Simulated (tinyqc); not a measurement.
Inside a calculation. Model: MOS structure on a p-type body with a doping step, non-linear Poisson equation by Newton steps.

Computed by the program tinyqc: `OMP_NUM_THREADS=1 python tinyqc.py 2080025 2080026 out.jsonl`, one thread of a shared Intel Xeon 2.30GHz, about 0.5 s for the whole run. Printed values are rounded; ~0 in a residual or rate marks an entry under 1e-11 of the largest of its column.

One dimension, insulator interface at x = 0, acceptor density N1 for x < x1 and Na beyond, net doping C = -(acceptor density). psi is counted from the intrinsic level: n = ni exp((psi - Vb)/Vt), p = ni exp(-psi/Vt); deep in the body psi_b = -Vt ln(Na/ni). The gate acts through Cox = eps0 eox/tox and has the potential psi_G = Vg - (phiM - chi - Vt ln(Nc/ni)). Boltzmann statistics, full ionisation, classical densities, no oxide or interface charge.

Inputs (values chosen for the exercise); band and dielectric values those of a made-up semiconductor: temperature T = 300 K; band gap Eg = 1.2 eV; relative permittivity eps_r = 8.87; conduction-band density of states at T Nc = 3.51e19 cm^-3; valence-band density of states at T Nv = 3.21e19 cm^-3; electron affinity chi = 4.26 eV; acceptor density deep in the body Na = 1.4e18 cm^-3; relative permittivity of the gate insulator (close to silicon dioxide) eox = 3.9; insulator thickness tox = 7.8 nm; gate work function phiM = 4.49 eV; electron quasi-Fermi potential against the body Vb = 0.5 V; depth of the doping step x1 = 9.3 nm; acceptor density above the step N1 = 7e18 cm^-3; gate voltage against the body Vg = 4.24 V.

Constants: q = 1.602176634e-19 C, kB = 1.380649e-23 J/K, Vt = kB T/q, eps0 = 8.8541878128e-14 F/cm where lengths are in cm. Results are converted to the units shown.

Range of the model: On a fine mesh the surface electron density exceeds 0.3 Nc, so degeneracy and confinement would lower the charge and push it away from the interface.

## Scales and end potentials

ni = sqrt(Nc Nv) exp(-Eg/(2 Vt)), Eg in volts; Cox, psi_G and psi_b as defined.

ni = 2.79479e9 cm^-3
Cox = 0.442709 uF/cm^2
psi_G = 4.61115 V
psi_b = -0.517867 V

## Net doping on the mesh

x, node 0 to 13 (nm): 0  0.8  1.85  3.21  5  7.33  10.4  14.4  19.6  26.4  35.3  46.9  62.1  81.9

C = -(N1 for x < x1 and Na beyond), taken at the nodes.

net doping C, node 0 to 13 (cm^-3): -7e18  -7e18  -7e18  -7e18  -7e18  -7e18  -1.4e18  -1.4e18  -1.4e18  -1.4e18  -1.4e18  -1.4e18  -1.4e18  -1.4e18

## Couplings between neighbouring nodes

a_i = eps0 eps_r/h_i for the interval from node i to i + 1, with h_i = x_(i+1) - x_i in cm.

coupling a_i, interval 0 to 12 (F/cm^2): 9.81708e-6  7.47968e-6  5.77475e-6  4.38752e-6  3.37067e-6  2.55820e-6  1.96342e-6  1.51032e-6  1.15495e-6  8.82434e-7  6.77040e-7  5.16688e-7  3.96650e-7

## Starting potential

psi_b + U (1 - x/W)^2 for x < W and psi_b beyond, with U = Vb - 2 psi_b and W = sqrt(2 eps0 eps_r U/(q Na)).

psi at the start, node 0 to 13 (V): 1.01787  0.94385  0.84948  0.73193  0.58527  0.40806  0.19825  -0.03473  -0.26929  -0.45949  -0.51787  -0.51787  -0.51787  -0.51787

## Iteration 1: densities, residual and Jacobian diagonal

n_i = ni exp((psi_i - Vb)/Vt), p_i = ni exp(-psi_i/Vt), rho_i = p_i - n_i + C_i, g_i = (n_i + p_i)/Vt. Box widths w_i = (h_(i-1) + h_i)/2 in cm. Residual F_i = a_i (psi_(i+1) - psi_i) - a_(i-1) (psi_i - psi_(i-1)) + q rho_i w_i; Jacobian: a_(i-1) and a_i beside the diagonal, b_i = -a_(i-1) - a_i - q g_i w_i on it. Node 0 is free: w_0 = h_0/2, F_0 = a_0 (psi_1 - psi_0) + Cox (psi_G - psi_0) + q rho_0 w_0, b_0 = -a_0 - Cox - q g_0 w_0, with Cox = eps0 eox/tox, psi_G = Vg - (phiM - chi - Vt ln(Nc/ni)). The last node is fixed.

```
node   n (cm^-3)   p (cm^-3)
0         1.4e18  2.22301e-8
1     7.99358e16  3.89339e-7
2     2.07681e15  1.49856e-5
3     2.20103e13  0.00141398
4     7.56390e10    0.411456
5      7.97747e7     390.125
6        23836.3   1.30566e6
7        2.90619  1.07089e10
8     3.33354e-4  9.33606e13
9     2.12626e-7  1.46370e17
10    2.22301e-8      1.4e18
11    2.22301e-8      1.4e18
12    2.22301e-8      1.4e18
13    2.22301e-8      1.4e18
```

```
node  residual F (C/cm^2)  diagonal b (F/cm^2)
0              8.10344e-7          -1.06068e-5
1             -8.41774e-8          -1.73426e-5
2             -1.08155e-7          -1.32560e-5
3             -1.41313e-7          -1.01623e-5
4             -1.84827e-7          -7.75819e-6
5             -2.42249e-7          -5.92887e-6
6                      ~0          -4.52161e-6
7             7.89248e-16          -3.47374e-6
8             8.97481e-12          -2.66562e-6
9              1.04932e-8          -2.74948e-6
10             5.15131e-8          -1.04529e-5
11                     ~0          -1.28202e-5
12                     ~0          -1.60972e-5
```

## Iteration 1: Newton step

Solve the tridiagonal system a_(i-1) d_(i-1) + b_i d_i + a_i d_(i+1) = -F_i for nodes 0 to 12, with d = 0 on fixed nodes. The full step is added.

Newton step d, node 0 to 12 (V): 0.151016  0.080621  -0.000025  -0.085751  -0.166375  -0.216487  -0.187820  -0.150468  -0.101910  -0.038450  0.001688  0.000089  0.000003
psi after iteration 1, node 0 to 13 (V): 1.16888  1.02447  0.84946  0.64618  0.41889  0.19157  0.01043  -0.18520  -0.37120  -0.49794  -0.51618  -0.51778  -0.51786  -0.51787

## Course of the Newton iteration

Stop when the largest undamped |d| is below 1e-9 V, or after 80 iterations.

Course of the iteration:
```
iteration  largest |F| (C/cm^2)  largest |d| (V)  at node
1                       8.10e-7            0.216        5
2                       3.03e-6           0.0251        0
3                       1.08e-6           0.0236        0
4                       3.66e-7           0.0194        0
5                       1.05e-7           0.0113        0
6                       1.83e-8          2.92e-3        0
7                      8.82e-10          1.56e-4        0
8                      2.31e-12          4.10e-7        0
9                      1.60e-17         2.84e-12        0
```

Converged in 9 iterations. Once the step is below 0.1 Vt, 2 more iteration(s) reach the threshold: near the solution the error is roughly squared each time.

## Converged densities and sheet charges

converged psi, node 0 to 13 (V): 1.08640  0.94496  0.77337  0.57451  0.35304  0.13330  -0.03786  -0.22049  -0.38959  -0.49501  -0.51587  -0.51776  -0.51786  -0.51787

n and p as above; box widths w_i (half boxes at both ends); band bending psi_0 - psi_b; N_inv = sum w n; N_dep = -sum w (p + C); centroid sum w n x/N_inv; gate charge Cox (psi_G - psi_0)/q.

```
node   n (cm^-3)   p (cm^-3)
0     1.98338e19  1.56915e-9
1     8.34471e16  3.72956e-7
2     1.09320e14  2.84689e-4
3     4.98940e10    0.623765
4      9.49501e6     3277.73
5        1931.98   1.61089e7
6        2.57405  1.20907e10
7     0.00220099  1.41400e13
8     3.17599e-6  9.79919e15
9     5.38182e-8  5.78282e17
10    2.40188e-8  1.29574e18
11    2.23214e-8  1.39427e18
12    2.22330e-8  1.39982e18
13    2.22301e-8      1.4e18
```

band bending = 1.60426 V
N_inv = 8.01083e11 cm^-2
N_dep = 8.93843e12 cm^-2
centroid of the electrons = 0.00773888 nm
gate charge over q = 9.73952e12 cm^-2

N_inv + N_dep is within 0.01 % of the gate charge. A mesh of about 600 nodes or more gives a band bending of 1.624 V and N_inv = 5.858e11 cm^-2; this mesh is 37 % above the latter.
